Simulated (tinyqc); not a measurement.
Ellipsometry and reflectance of a transparent film on an absorbing substrate: effect of the angle of incidence.

Air (index 1), film, substrate with N2 = n2 - i k2; time factor exp(+i w t). q_j = sqrt(N_j^2 - sin^2 th), root with positive real part. Fresnel coefficients r_s = (q_a - q_b)/(q_a + q_b), r_p = (N_b^2 q_a - N_a^2 q_b)/(N_b^2 q_a + N_a^2 q_b). tan(Psi) exp(i Delta) = R_p/R_s, Delta taken from 0 to 360 degrees.

beta = 2 pi d q1/lam, X = exp(-2 i beta), R = (r01 + r12 X)/(1 + r01 r12 X) for p and s. dDelta/dd is the derivative of Delta; period lam/(2 q1).

Values chosen for this exercise; indices close to those of a porous low-k film on silicon: wavelength lam = 800 nm; index of the transparent film n1 = 1.294; film thickness d = 76 nm; index of the substrate n2 = 3.692; extinction coefficient of the substrate k2 = 0.0065.

Effect of the angle of incidence:

| th (degrees) | Psi (degrees) | Delta (degrees) | \|R_p\|^2 | \|R_s\|^2 | dDelta/dd (degrees/nm) | period (nm) |
|---|---|---|---|---|---|---|
| 50 | 32.67 | 155.9 | 0.1661 | 0.4038 | -0.2427 | 383.6 |
| 55 | 29.77 | 148.0 | 0.1455 | 0.4445 | -0.3136 | 399.3 |
| 60 | 26.66 | 137.2 | 0.1241 | 0.4925 | -0.3873 | 416.0 |
| 65 | 23.67 | 121.9 | 0.1055 | 0.5490 | -0.4324 | 433.1 |
| 70 | 21.69 | 100.1 | 0.09728 | 0.6151 | -0.3682 | 449.6 |
| 75 | 22.27 | 72.22 | 0.1161 | 0.6920 | -0.1429 | 464.5 |
| 80 | 26.77 | 44.12 | 0.1988 | 0.7809 | 0.05405 | 476.5 |
| 85 | 34.88 | 20.41 | 0.4291 | 0.8832 | 0.07555 | 484.3 |

What does the table show?

Psi goes from 32.7 through a minimum of 21.7 (at th = 70 among the rows listed) to 34.9 degrees and |R_p|^2 goes from 0.166 through a minimum of 0.0973 (at th = 70 among the rows listed) to 0.429. The slope of Delta is largest in size, 0.432 degrees/nm, at th = 65 among the rows. The bare substrate has its smallest |R_p| near arctan(n2) = 74.8 degrees.

Numbers from tinyqc (`OMP_NUM_THREADS=1 python tinyqc.py 2870217 2870218 out.jsonl`; about 0.4 s on one thread of a shared Intel Xeon 2.30GHz).
